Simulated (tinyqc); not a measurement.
Worked calculation (part 2 of 3): CIS and TDHF on RHF in the sto-6g basis, for BeH2, spin multiplicity 1. Computed by tinyqc, a small Python program that keeps every step (integrals from PySCF). Command: `OMP_NUM_THREADS=1 python tinyqc.py 27693 27694 out.jsonl` (the two numbers bound the seeds that draw the settings). One thread of a shared host (Intel(R) Xeon(R) Processor @ 2.60GHz), about 0.1 s of CPU time with the checks.

Geometry (angstrom):

| atom | x | y | z |
|---|---|---|---|
| Be | 0.000000 | 0.000000 | 0.000000 |
| H | 0.000000 | 1.251000 | 0.000000 |
| H | 0.000000 | -1.332000 | 0.000000 |

## Integrals over molecular orbitals

coefficients C:
```
               MO1        MO2        MO3        MO4       MO5        MO6        MO7
1Be 1s    0.994596  -0.213859   0.045075   0.000000  0.000000  -0.198293  -0.005297
1Be 2s    0.021491   0.524325  -0.128381   0.000000  0.000000   1.265578   0.134825
1Be 2px   0.000000   0.000000   0.000000  -0.466415  0.884566   0.000000   0.000000
1Be 2py   0.000018   0.110961   0.490015   0.000000  0.000000  -0.055988   1.514417
1Be 2pz   0.000000   0.000000   0.000000   0.884566  0.466415   0.000000   0.000000
2H 1s    -0.001343   0.480063   0.302098   0.000000  0.000000  -0.799089  -1.168252
3H 1s    -0.001906   0.298643  -0.484803   0.000000  0.000000  -0.871802   0.996471
```

core Hamiltonian H = T + V (hartree):
```
            1Be 1s     1Be 2s    1Be 2px    1Be 2py    1Be 2pz      2H 1s      3H 1s
1Be 1s   -8.766322  -2.067064   0.000000  -0.002543   0.000000  -0.719939  -0.601355
1Be 2s   -2.067064  -2.838467   0.000000  -0.009771   0.000000  -1.434838  -1.310559
1Be 2px   0.000000   0.000000  -2.316292   0.000000   0.000000   0.000000   0.000000
1Be 2py  -0.002543  -0.009771   0.000000  -2.559059   0.000000  -1.425749   1.344055
1Be 2pz   0.000000   0.000000   0.000000   0.000000  -2.316292   0.000000   0.000000
2H 1s    -0.719939  -1.434838   0.000000  -1.425749   0.000000  -2.348993  -0.164390
3H 1s    -0.601355  -1.310559   0.000000   1.344055   0.000000  -0.164390  -2.252275
```

Two-electron integrals (ij|kl) in chemists' order, unique and non-zero (hartree):
```
(11|11) 2.299996    (21|11) 0.361879    (21|21) 0.071926    (22|11) 0.570332
(22|21) 0.139654    (22|22) 0.417773    (31|31) 0.015252    (32|31) 0.022555
(32|32) 0.092340    (33|11) 0.570332    (33|21) 0.139654    (33|22) 0.417773
(33|33) 0.450117    (41|41) 0.015252    (42|41) 0.022555    (42|42) 0.092340
(43|43) 0.024258    (44|11) 0.570332    (44|21) 0.139654    (44|22) 0.417773
(44|33) 0.401601    (44|44) 0.450117    (51|51) 0.015252    (52|51) 0.022555
(52|52) 0.092340    (53|53) 0.024258    (54|54) 0.024258    (55|11) 0.570332
(55|21) 0.139654    (55|22) 0.417773    (55|33) 0.401601    (55|44) 0.401601
(55|55) 0.450117    (61|11) 0.129429    (61|21) 0.024903    (61|22) 0.047877
(61|33) 0.047488    (61|41) 0.002447    (61|42) 0.004645    (61|44) 0.048654
(61|55) 0.047488    (61|61) 0.009114    (62|11) 0.253400    (62|21) 0.062694
(62|22) 0.197885    (62|33) 0.191117    (62|41) 0.008766    (62|42) 0.047406
(62|44) 0.211421    (62|55) 0.191117    (62|61) 0.023727    (62|62) 0.129528
(63|31) 0.006735    (63|32) 0.028847    (63|43) 0.008712    (63|63) 0.013536
(64|11) 0.254117    (64|21) 0.063793    (64|22) 0.210810    (64|33) 0.198544
(64|41) 0.014430    (64|42) 0.074630    (64|44) 0.235342    (64|55) 0.198544
(64|61) 0.025572    (64|62) 0.158285    (64|64) 0.202320    (65|51) 0.006735
(65|52) 0.028847    (65|54) 0.008712    (65|65) 0.013536    (66|11) 0.417378
(66|21) 0.105456    (66|22) 0.366434    (66|33) 0.340251    (66|41) 0.019177
(66|42) 0.126090    (66|44) 0.418798    (66|55) 0.340251    (66|61) 0.041692
(66|62) 0.292839    (66|64) 0.382797    (66|66) 0.774999    (71|11) 0.107773
(71|21) 0.020765    (71|22) 0.040026    (71|33) 0.039698    (71|41) -0.002047
(71|42) -0.003924   (71|44) 0.040682    (71|55) 0.039698    (71|61) 0.006893
(71|62) 0.016533    (71|64) 0.015996    (71|66) 0.027149    (71|71) 0.006339
(72|11) 0.228745    (72|21) 0.056722    (72|22) 0.181306    (72|33) 0.174830
(72|41) -0.007939   (72|42) -0.044441   (72|44) 0.194258    (72|55) 0.174830
(72|61) 0.017901    (72|62) 0.067366    (72|64) 0.063849    (72|66) 0.114551
(72|71) 0.017993    (72|72) 0.111893    (73|31) 0.005841    (73|32) 0.025636
(73|43) -0.007982   (73|63) 0.005675    (73|73) 0.011104    (74|11) -0.236204
(74|21) -0.059384   (74|22) -0.198609   (74|33) -0.186983   (74|41) 0.012966
(74|42) 0.069632    (74|44) -0.221860   (74|55) -0.186983   (74|61) -0.017910
(74|62) -0.066379   (74|64) -0.059165   (74|66) -0.109498   (74|71) -0.019876
(74|72) -0.140141   (74|74) 0.182523    (75|51) 0.005841    (75|52) 0.025636
(75|54) -0.007982   (75|65) 0.005675    (75|75) 0.011104    (76|11) 0.027856
(76|21) 0.006700    (76|22) 0.019494    (76|33) 0.019134    (76|41) -0.000024
(76|42) -0.000166   (76|44) 0.020213    (76|55) 0.019134    (76|61) 0.002308
(76|62) 0.009460    (76|64) 0.010265    (76|66) 0.018171    (76|71) 0.001939
(76|72) 0.008875    (76|74) -0.009986   (76|76) 0.000930    (77|11) 0.393478
(77|21) 0.099631    (77|22) 0.352997    (77|33) 0.327517    (77|41) -0.017427
(77|42) -0.121495   (77|44) 0.403956    (77|55) 0.327517    (77|61) 0.030817
(77|62) 0.121076    (77|64) 0.111410    (77|66) 0.204786    (77|71) 0.032902
(77|72) 0.270184    (77|74) -0.360828   (77|76) 0.018171    (77|77) 0.774999
```

(pq|rs) = sum C_ip C_jq C_kr C_ls (ij|kl), one index at a time.

one-electron integrals over orbitals h = C^T H C (hartree):
```
           1          2          3          4          5          6          7
1  -8.757121   0.223093  -0.048565   0.000000   0.000000   0.200100   0.005391
2   0.223093  -2.510524  -0.016207   0.000000   0.000000  -0.156139  -0.052137
3  -0.048565  -0.016207  -2.455476   0.000000   0.000000   0.069285  -0.262640
4   0.000000   0.000000   0.000000  -2.316292   0.000000   0.000000   0.000000
5   0.000000   0.000000   0.000000   0.000000  -2.316292   0.000000   0.000000
6   0.200100  -0.156139   0.069285   0.000000   0.000000  -1.939375   0.008010
7   0.005391  -0.052137  -0.262640   0.000000   0.000000   0.008010  -1.782757
```

Two-electron integrals over orbitals (pq|rs), unique and non-zero (hartree):
```
(11|11) 2.280375    (21|11) -0.197329   (21|21) 0.027037    (22|11) 0.497082
(22|21) -0.004877   (22|22) 0.439248    (31|11) 0.041919    (31|21) -0.004212
(31|22) 0.007993    (31|31) 0.007165    (32|11) -0.000327   (32|21) 0.004023
(32|22) 0.071147    (32|31) 0.012644    (32|32) 0.134446    (33|11) 0.464197
(33|21) -0.004122   (33|22) 0.385162    (33|31) -0.005316   (33|32) -0.058499
(33|33) 0.467560    (41|41) 0.016050    (42|41) 0.014804    (42|42) 0.047882
(43|41) -0.003284   (43|42) -0.007055   (43|43) 0.016553    (44|11) 0.570047
(44|21) -0.007557   (44|22) 0.372576    (44|31) 0.001551    (44|32) 0.000567
(44|33) 0.359402    (44|44) 0.450117    (51|51) 0.016050    (52|51) 0.014804
(52|52) 0.047882    (53|51) -0.003284   (53|52) -0.007055   (53|53) 0.016553
(54|54) 0.024258    (55|11) 0.570047    (55|21) -0.007557   (55|22) 0.372576
(55|31) 0.001551    (55|32) 0.000567    (55|33) 0.359402    (55|44) 0.401601
(55|55) 0.450117    (61|11) -0.187480   (61|21) 0.026021    (61|22) -0.007798
(61|31) -0.006237   (61|32) -0.000793   (61|33) -0.003578   (61|44) -0.004411
(61|55) -0.004411   (61|61) 0.026087    (62|11) 0.106352    (62|21) -0.007152
(62|22) -0.035930   (62|31) 0.000271    (62|32) -0.021505   (62|33) -0.038531
(62|44) 0.047347    (62|55) 0.047347    (62|61) -0.004178   (62|62) 0.074151
(63|11) -0.037402   (63|21) 0.001092    (63|22) -0.036419   (63|31) -0.002979
(63|32) -0.082448   (63|33) 0.050615    (63|44) -0.017432   (63|55) -0.017432
(63|61) 0.001413    (63|62) -0.006222   (63|63) 0.085889    (64|41) 0.016346
(64|42) 0.046070    (64|43) -0.011365   (64|64) 0.051482    (65|51) 0.016346
(65|52) 0.046070    (65|53) -0.011365   (65|65) 0.051482    (66|11) 0.488802
(66|21) -0.007267   (66|22) 0.395941    (66|31) 0.000413    (66|32) -0.010097
(66|33) 0.417624    (66|44) 0.371523    (66|55) 0.371523    (66|61) -0.006684
(66|62) -0.031919   (66|63) 0.017588    (66|66) 0.417232    (71|11) -0.006965
(71|21) 0.003810    (71|22) 0.009166    (71|31) 0.011191    (71|32) 0.018617
(71|33) -0.008993   (71|44) 0.000017    (71|55) 0.000017    (71|61) -0.000231
(71|62) -0.001303   (71|63) -0.001979   (71|66) -0.001981   (71|71) 0.022431
(72|11) 0.031525    (72|21) -0.000798   (72|22) -0.026885   (72|31) 0.003146
(72|32) -0.043240   (72|33) 0.010080    (72|44) 0.012642    (72|55) 0.012642
(72|61) -0.001143   (72|62) 0.029936    (72|63) 0.054403    (72|66) -0.003921
(72|71) 0.006481    (72|72) 0.061704    (73|11) 0.132919    (73|21) -0.005131
(73|22) -0.006556   (73|31) -0.000430   (73|32) 0.000378    (73|33) -0.022135
(73|44) 0.055012    (73|55) 0.055012    (73|61) -0.002917   (73|62) 0.065416
(73|63) -0.029596   (73|66) -0.025926   (73|71) -0.002497   (73|72) 0.011086
(73|73) 0.077953    (74|41) 0.000996    (74|42) 0.006102    (74|43) 0.012753
(74|64) 0.002243    (74|74) 0.016472    (75|51) 0.000996    (75|52) 0.006102
(75|53) 0.012753    (75|65) 0.002243    (75|75) 0.016472    (76|11) -0.003219
(76|21) 0.003023    (76|22) 0.062901    (76|31) 0.011210    (76|32) 0.128532
(76|33) -0.063633   (76|44) 0.000860    (76|55) 0.000860    (76|61) -0.001015
(76|62) -0.018191   (76|63) -0.092832   (76|66) -0.015409   (76|71) 0.016513
(76|72) -0.057645   (76|73) 0.005231    (76|76) 0.140173    (77|11) 0.583067
(77|21) -0.008393   (77|22) 0.443132    (77|31) 0.002766    (77|32) 0.019728
(77|33) 0.444942    (77|44) 0.393564    (77|55) 0.393564    (77|61) -0.008950
(77|62) -0.041474   (77|63) -0.003687   (77|66) 0.440544    (77|71) 0.000616
(77|72) -0.016736   (77|73) -0.013133   (77|76) 0.013564    (77|77) 0.498328
```

## CIS matrix, singlets

orbital energies (hartree): MO1 -4.588391, MO2 -0.468271, MO3 -0.430809, MO4 0.207271, MO5 0.207271, MO6 0.479232, MO7 0.997438

A(ia,jb) = (e_a - e_i) d_ij d_ab + 2 (ia|jb) - (ij|ab).

CIS matrix A, singlet (hartree):
```
           1>4        1>5        1>6        1>7        2>4        2>5        2>6        2>7
1>4   4.257716   0.000000   0.000000   0.000000   0.037165   0.000000   0.000000   0.000000
1>5   0.000000   4.257716   0.000000   0.000000   0.000000   0.037165   0.000000   0.000000
1>6   0.000000   0.000000   4.630995   0.002757   0.000000   0.000000  -0.001089  -0.005309
1>7   0.000000   0.000000   0.002757   5.047623   0.000000   0.000000  -0.005629   0.021354
2>4   0.037165   0.000000   0.000000   0.000000   0.398730   0.000000   0.000000   0.000000
2>5   0.000000   0.037165   0.000000   0.000000   0.000000   0.398730   0.000000   0.000000
2>6   0.000000   0.000000  -0.001089  -0.005629   0.000000   0.000000   0.699865  -0.003029
2>7   0.000000   0.000000  -0.005309   0.021354   0.000000   0.000000  -0.003029   1.145984
3>4  -0.008119   0.000000   0.000000   0.000000  -0.014677   0.000000   0.000000   0.000000
3>5   0.000000  -0.008119   0.000000   0.000000   0.000000  -0.014677   0.000000   0.000000
3>6   0.000000   0.000000   0.002412  -0.015168   0.000000   0.000000  -0.002348  -0.019726
3>7   0.000000   0.000000  -0.017045  -0.007761   0.000000   0.000000   0.002300   0.002443

           3>4        3>5        3>6        3>7
1>4  -0.008119   0.000000   0.000000   0.000000
1>5   0.000000  -0.008119   0.000000   0.000000
1>6   0.000000   0.000000   0.002412  -0.017045
1>7   0.000000   0.000000  -0.015168  -0.007761
2>4  -0.014677   0.000000   0.000000   0.000000
2>5   0.000000  -0.014677   0.000000   0.000000
2>6   0.000000   0.000000  -0.002348   0.002300
2>7   0.000000   0.000000  -0.019726   0.002443
3>4   0.311784   0.000000   0.000000   0.000000
3>5   0.000000   0.311784   0.000000   0.000000
3>6   0.000000   0.000000   0.664195   0.004441
3>7   0.000000   0.000000   0.004441   1.139211
```

## CIS singlet states

dipole integrals <i|r|a> (bohr):
```
             x          y          z
1>4  -0.068383   0.000000   0.129690
1>5   0.129690   0.000000   0.068383
1>6   0.000000  -0.009664   0.000000
1>7   0.000000   0.132260   0.000000
2>4  -0.438087   0.000000   0.830842
2>5   0.830842   0.000000   0.438087
2>6   0.000000  -0.177793   0.000000
2>7   0.000000  -0.559315   0.000000
3>4   0.100158   0.000000  -0.189952
3>5  -0.189952   0.000000  -0.100158
3>6   0.000000  -1.065057   0.000000
3>7   0.000000   0.089713   0.000000
```

Diagonalise A (1 hartree = 27.211386 eV); each vector has its largest component positive (the first on a tie). The transition dipole is mu = sqrt2 sum c_ia <i|r|a>.

singlet excitation energies (eV): 8.418450  8.418450  10.905408  10.905408  18.044597  19.047925  30.981206  31.219793  115.868562  115.868562  126.017820  137.358556

lowest vectors:
```
      state 1    state 2    state 3    state 4    state 5    state 6
1>4  0.000506   0.000000   0.000062  -0.009849   0.000000   0.000000
1>5  0.000000   0.000506  -0.009849  -0.000062   0.000000   0.000000
1>6  0.000000   0.000000   0.000000   0.000000  -0.000577   0.000303
1>7  0.000000   0.000000   0.000000   0.000000   0.003319   0.001026
2>4  0.161874  -0.000012  -0.006165   0.986745   0.000000   0.000000
2>5  0.000012   0.161874   0.986745   0.006165   0.000000   0.000000
2>6  0.000000   0.000000   0.000000   0.000000   0.068188   0.997637
2>7  0.000000   0.000000   0.000000   0.000000   0.041044   0.003727
3>4  0.986811  -0.000072   0.001011  -0.161859   0.000000   0.000000
3>5  0.000072   0.986811  -0.161859  -0.001011   0.000000   0.000000
3>6  0.000000   0.000000   0.000000   0.000000   0.996774  -0.068448
3>7  0.000000   0.000000   0.000000   0.000000  -0.009804  -0.004523
```

oscillator strengths 2/3 w |mu|^2: 0.001475  0.001475  0.492613  0.492613  1.064281  0.010652

Within a degenerate level the vectors are fixed only up to a rotation; this is one choice.

## TDHF (RPA) singlet states

B(ia,jb) = 2 (ia|jb) - (ib|ja); the squared energies are the eigenvalues of (A - B)(A + B); 1 hartree = 27.211386 eV.

TDHF matrix B, singlet (hartree):
```
           1>4        1>5        1>6        1>7        2>4        2>5        2>6        2>7
1>4   0.016050   0.000000   0.000000   0.000000   0.014804   0.000000   0.000000   0.000000
1>5   0.000000   0.016050   0.000000   0.000000   0.000000   0.014804   0.000000   0.000000
1>6   0.000000   0.000000   0.026087  -0.000231   0.000000   0.000000  -0.004178  -0.000983
1>7   0.000000   0.000000  -0.000231   0.022431   0.000000   0.000000  -0.001462   0.006481
2>4   0.014804   0.000000   0.000000   0.000000   0.047882   0.000000   0.000000   0.000000
2>5   0.000000   0.014804   0.000000   0.000000   0.000000   0.047882   0.000000   0.000000
2>6   0.000000   0.000000  -0.004178  -0.001462   0.000000   0.000000   0.074151   0.029936
2>7   0.000000   0.000000  -0.000983   0.006481   0.000000   0.000000   0.029936   0.061704
3>4  -0.003284   0.000000   0.000000   0.000000  -0.007055   0.000000   0.000000   0.000000
3>5   0.000000  -0.003284   0.000000   0.000000   0.000000  -0.007055   0.000000   0.000000
3>6   0.000000   0.000000   0.001413  -0.001041   0.000000   0.000000  -0.006222   0.043390
3>7   0.000000   0.000000  -0.003856  -0.002497   0.000000   0.000000   0.076429   0.011086

           3>4        3>5        3>6        3>7
1>4  -0.003284   0.000000   0.000000   0.000000
1>5   0.000000  -0.003284   0.000000   0.000000
1>6   0.000000   0.000000   0.001413  -0.003856
1>7   0.000000   0.000000  -0.001041  -0.002497
2>4  -0.007055   0.000000   0.000000   0.000000
2>5   0.000000  -0.007055   0.000000   0.000000
2>6   0.000000   0.000000  -0.006222   0.076429
2>7   0.000000   0.000000   0.043390   0.011086
3>4   0.016553   0.000000   0.000000   0.000000
3>5   0.000000   0.016553   0.000000   0.000000
3>6   0.000000   0.000000   0.085889  -0.029596
3>7   0.000000   0.000000  -0.029596   0.077953
```

squared energies w^2 (hartree^2): 0.095480  0.095480  0.158167  0.158167  0.429794  0.479028  1.283154  1.308253  18.130634  18.130634  21.446051  25.480034

TDHF energies from the positive w^2 (eV): 8.408273  8.408273  10.822033  10.822033  17.839431  18.833511  30.824073  31.124075  115.866306  115.866306  126.015606  137.356961

## CIS matrix, triplets

A(ia,jb) = (e_a - e_i) d_ij d_ab - (ij|ab).

CIS matrix A, triplet (hartree):
```
           1>4        1>5        1>6        1>7        2>4        2>5        2>6        2>7
1>4   4.225615   0.000000   0.000000   0.000000   0.007557   0.000000   0.000000   0.000000
1>5   0.000000   4.225615   0.000000   0.000000   0.000000   0.007557   0.000000   0.000000
1>6   0.000000   0.000000   4.578821   0.003219   0.000000   0.000000   0.007267  -0.003023
1>7   0.000000   0.000000   0.003219   5.002761   0.000000   0.000000  -0.003023   0.008393
2>4   0.007557   0.000000   0.000000   0.000000   0.302966   0.000000   0.000000   0.000000
2>5   0.000000   0.007557   0.000000   0.000000   0.000000   0.302966   0.000000   0.000000
2>6   0.000000   0.000000   0.007267  -0.003023   0.000000   0.000000   0.551562  -0.062901
2>7   0.000000   0.000000  -0.003023   0.008393   0.000000   0.000000  -0.062901   1.022577
3>4  -0.001551   0.000000   0.000000   0.000000  -0.000567   0.000000   0.000000   0.000000
3>5   0.000000  -0.001551   0.000000   0.000000   0.000000  -0.000567   0.000000   0.000000
3>6   0.000000   0.000000  -0.000413  -0.011210   0.000000   0.000000   0.010097  -0.128532
3>7   0.000000   0.000000  -0.011210  -0.002766   0.000000   0.000000  -0.128532  -0.019728

           3>4        3>5        3>6        3>7
1>4  -0.001551   0.000000   0.000000   0.000000
1>5   0.000000  -0.001551   0.000000   0.000000
1>6   0.000000   0.000000  -0.000413  -0.011210
1>7   0.000000   0.000000  -0.011210  -0.002766
2>4  -0.000567   0.000000   0.000000   0.000000
2>5   0.000000  -0.000567   0.000000   0.000000
2>6   0.000000   0.000000   0.010097  -0.128532
2>7   0.000000   0.000000  -0.128532  -0.019728
3>4   0.278678   0.000000   0.000000   0.000000
3>5   0.000000   0.278678   0.000000   0.000000
3>6   0.000000   0.000000   0.492417   0.063633
3>7   0.000000   0.000000   0.063633   0.983304
```

## CIS triplet states

Diagonalise A (1 hartree = 27.211386 eV); each vector has its largest component positive (the first on a tie).

triplet excitation energies (eV): 7.582842  7.582842  8.244097  8.244097  12.374445  13.865991  27.722276  29.025400  114.985260  114.985260  124.596818  136.134133

lowest vectors:
```
      state 1    state 2    state 3    state 4    state 5    state 6
1>4  0.000348  -0.000017  -0.001935   0.000011   0.000000   0.000000
1>5  0.000017   0.000348  -0.000011  -0.001935   0.000000   0.000000
1>6  0.000000   0.000000   0.000000   0.000000   0.000134  -0.000880
1>7  0.000000   0.000000   0.000000   0.000000   0.001791   0.000904
2>4  0.023179  -0.001133   0.999713  -0.005644   0.000000   0.000000
2>5  0.001133   0.023179   0.005644   0.999713   0.000000   0.000000
2>6  0.000000   0.000000   0.000000   0.000000  -0.174421   0.940169
2>7  0.000000   0.000000   0.000000   0.000000   0.191416   0.168423
3>4  0.998538  -0.048810  -0.023206   0.000131   0.000000   0.000000
3>5  0.048810   0.998538  -0.000131  -0.023206   0.000000   0.000000
3>6  0.000000   0.000000   0.000000   0.000000   0.954146   0.175601
3>7  0.000000   0.000000   0.000000   0.000000  -0.150129   0.238492
```

Within a degenerate level the vectors are fixed only up to a rotation; this is one choice.
